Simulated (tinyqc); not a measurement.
Inside a calculation: strained quantum well: band edges, subbands and transparency. Values are carried at full precision from step to step, so a last printed digit may differ when a step is redone from the rounded ones.

Growth on (001), barriers unstrained: tr(e) = e (2 - nu2), Z = b e (1 + nu2); Ec = Ev + Eg + ac tr(e), E_HH = Ev + av tr(e) + Z, E_LH = Ev + av tr(e) - Z (coupling to the split-off band left out).

Constants: hbar^2/2m0 = 3.80998211 eV angstrom^2; hc = 1239.841984 eV nm; kB = 8.617333262e-05 eV/K.

Parameters, chosen for this exercise (near those of a GaAsP/AlGaAs well; shifted at random, so the results belong to these values and not to a real crystal): e = 0.0021 (strain in the plane); nu2 = 0.924 (2 C12/C11); Eg = 1.498 eV (unstrained gap of the well); Ev = -0.828 eV (its valence edge); ac = -7.23 eV; av = 1.19 eV (Ev moves by av tr(e)); b = -1.98 eV (shear potential); Egb = 1.924 eV (gap of the barrier); Evb = -1 eV (its valence edge); L = 98 angstrom (well width); me = 0.0708 m0 (electron mass); g1 = 6.8 (gamma1); g2 = 1.97 (gamma2); meb = 0.1 m0; g1b = 5.7; g2b = 1.6; T = 300 K (temperature); Br = 1.9 x 1e-4 cm^2/s (two-dimensional radiative coefficient).

## Strained band edges and offsets

Give tr(e), Z, the edges Ec, E_HH, E_LH and the well depths against the barrier.

tr(e) = 0.00226
Z = -0.0080 eV

Ec, E_HH, E_LH (eV): 0.6537  -0.8333  -0.8173

depths for e, HH, LH (eV): 0.2703  0.1667  0.1827

The well is under tension, which puts LH on top, by 16 meV; the gap becomes 1.4710 eV, -27 meV from the unstrained one.

## Subband edges

Masses along z: me, 1/(g1 - 2 g2) for HH, 1/(g1 + 2 g2) for LH, likewise in the barrier; in the plane me, 1/(g1 + g2) for HH and 1/(g1 - g2) for LH (no mixing, which understates the hole masses away from k = 0). Level n solves k L + 2 atan[(k/m)/(kappa/mb)] = n pi, k = sqrt(m E/c), kappa = sqrt(mb (V - E)/c), c = hbar^2/2m0.

Up to three electron, four HH and two LH levels, on the common energy scale, with their masses in the plane.

Subbands:
```
level   E (eV)  m in the plane
e1      0.6843          0.0708
e2      0.7746          0.0708
e3      0.9066          0.0708
lh1    -0.8407          0.2070
hh1    -0.8414          0.1140
hh2    -0.8654          0.1140
hh3    -0.9047          0.1140
lh2    -0.9083          0.2070
hh4    -0.9568          0.1140
```

lowest transition = 1.5250 eV
wavelength hc/E = 813.0 nm

The top hole level is lh1, so the edge is mainly TM polarised; hh1 lies 1 meV lower, within kT at room temperature, so both polarisations contribute.

## Transparency density

Transparency (Bernard-Duraffourg): Fc - Fv equals the lowest transition energy with n = p, n = sum m/(2 pi c) kB T ln(1 + exp((Fc - E)/kB T)) and p likewise over the listed subbands; c = hbar^2/2m0, 1/angstrom^2 = 1e16/cm^2.

Solve for u = (Fc - e1)/kB T; give n_tr, the share of holes in the top subband and the current e Br n_tr^2 (e = 1.602177e-19 C).

u = 1.159
n_tr = 1.166 x 1e12/cm^2
share = 0.523
current density = 41.4 A/cm^2

For mirror-image bands u = 0 and n_tr = me kB T ln2/(2 pi c) = 0.530 x 1e12/cm^2; the heavier or more numerous hole states raise it by a factor 2.20.

## Checks

- Transparency for equal single subbands against m kB T ln2/(2 pi c): both 0.3743.

tinyqc: `OMP_NUM_THREADS=1 python tinyqc.py 1252179 1252180 out.jsonl`; about 0.01 s, one thread, shared Intel(R) Xeon(R) Processor @ 2.30GHz.
